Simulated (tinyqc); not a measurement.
## Space-charge-limited current with shallow traps: effect of the thickness

One carrier type, drift only, an injecting contact at x = 0 (zero field) and thickness L. The share th = y/(1 + y), y = (Nc/Nt) exp(-Et/kB T), of the injected charge is free: J = q mu n F, eps0 eps_r dF/dx = q (n - n0)/th.

Ohmic J = q n0 mu V/L; Mott-Gurney J = (9/8) th eps0 eps_r mu V^2/L^3; they cross at Vx = 8 q n0 L^2/(9 th eps0 eps_r); traps fill at V_TFL = q Nt L^2/(2 eps0 eps_r). Exact: with u = n0/n(L), w = -u - ln(1 - u) and v = -u - u^2/2 - ln(1 - u), V = (q n0 L^2/(th eps0 eps_r)) v/w^2 and J = q^2 n0^2 mu L/(th eps0 eps_r w).

Parameters, values chosen for the exercise: temperature T = 350 K; relative permittivity eps_r = 20.2; mobility mu = 0.059 cm^2/(V s); band density of states Nc = 9.9e20 cm^-3; trap density Nt = 1.8e17 cm^-3; trap depth Et = 0.44 eV; free carrier density in equilibrium n0 = 6.8e12 cm^-3; voltage V = 4.3 V.

Constants: q = 1.602176634e-19 C, kB = 1.380649e-23 J/K, Vt = kB T/q, eps0 = 8.8541878128e-14 F/cm where lengths are in cm. Results are converted to the units shown.

Effect of the thickness:

| L (nm) | J (A/cm^2) | ohmic (A/cm^2) | Mott-Gurney (A/cm^2) | d ln J/d ln V |
|---|---|---|---|---|
| 200 | 0.7052 | 0.01382 | 0.6949 | 1.985 |
| 300 | 0.2128 | 0.009213 | 0.2059 | 1.967 |
| 440 | 0.07001 | 0.006282 | 0.06526 | 1.932 |
| 640 | 0.02450 | 0.004319 | 0.02121 | 1.863 |
| 930 | 0.009217 | 0.002972 | 0.006911 | 1.742 |
| 1400 | 0.003613 | 0.001974 | 0.002026 | 1.536 |
| 2000 | 0.001861 | 0.001382 | 6.949e-4 | 1.325 |
| 2900 | 0.001082 | 9.531e-4 | 2.279e-4 | 1.148 |

What does the table show?

J falls from 0.705 to 0.00108 A/cm^2, as L^(-2.95) between the first two rows and L^(-1.46) between the last two (space charge -3, ohmic -1). The thickness law marks a bulk-limited current; an electrode-limited one depends on V/L alone. For L = 200, 300 V exceeds half of V_TFL, which goes as L^2, so trap filling, left out here, would raise the current.

Range of the model: Diffusion and a field-dependent mobility are left out. With injecting contacts the diffusion current, about 4 pi^2 Vt th eps0 eps_r mu V/L^3, equals the Mott-Gurney current at V = 35 kB T/q (0.9 V at 300 K), so the drift-only result needs V well above that.

Program tinyqc, `OMP_NUM_THREADS=1 python tinyqc.py 2370071 2370072 out.jsonl`; Intel Xeon 2.30GHz, shared host, one thread, about 0.01 s.
